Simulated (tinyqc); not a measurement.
From results back to parameters: nanosheet or nanowire with hard walls, valleys of the Si type. Five cases, with inputs chosen for the exercise.

Problem. In a hard-walled rectangle E(n, l) = c pi^2 (n^2/(m_y W^2) + l^2/(m_z H^2)), c = hbar^2/2m0. Two levels were computed from hidden W and H.

Constants: hbar^2/2m0 = 3.80998211 eV angstrom^2.

Find: width term; height term; W; H.

Method. The difference of the two levels is three times the width term; the rest of E(1, 1) is the height term.

Case 1.

Values chosen (out of a larger set: near those of Si; not measured data): m_y = 0.193 m0 (mass across the width); m_z = 0.921 m0 (mass along the height).

E(1, 1) = 0.028900 eV
E(2, 1) = 0.039048 eV

Solution.

width term = 3.38 meV
height term = 25.52 meV
W = 240.0 angstrom
H = 40.0 angstrom

Case 2.

Values chosen (out of a larger set: near those of Si; not measured data): m_y = 0.192 m0 (mass across the width); m_z = 0.911 m0 (mass along the height).

E(1, 1) = 0.150991 eV
E(2, 1) = 0.518208 eV

Solution.

width term = 122.41 meV
height term = 28.58 meV
W = 40.0 angstrom
H = 38.0 angstrom

Case 3.

Values chosen (out of a larger set: near those of Si; not measured data): m_y = 0.193 m0 (mass across the width); m_z = 0.921 m0 (mass along the height).

E(1, 1) = 0.011404 eV
E(2, 1) = 0.021988 eV

Solution.

width term = 3.53 meV
height term = 7.88 meV
W = 235.0 angstrom
H = 72.0 angstrom

Case 4.

Values chosen (out of a larger set: near those of Si; not measured data): m_y = 0.193 m0 (mass across the width); m_z = 0.914 m0 (mass along the height).

E(1, 1) = 0.018516 eV
E(2, 1) = 0.034707 eV

Solution.

width term = 5.40 meV
height term = 13.12 meV
W = 190.0 angstrom
H = 56.0 angstrom

Case 5.

Values chosen (out of a larger set: near those of Si; not measured data): m_y = 0.194 m0 (mass across the width); m_z = 0.92 m0 (mass along the height).

E(1, 1) = 0.092648 eV
E(2, 1) = 0.325244 eV

Solution.

width term = 77.53 meV
height term = 15.12 meV
W = 50.0 angstrom
H = 52.0 angstrom

Computed by tinyqc, one run a case: `OMP_NUM_THREADS=1 python tinyqc.py N N+1 out.jsonl` with N = 1281935, 1281941, 1282037, 1282094, 1282133; one thread of a shared Intel(R) Xeon(R) Processor @ 2.30GHz, about 0.06 s a run at most.
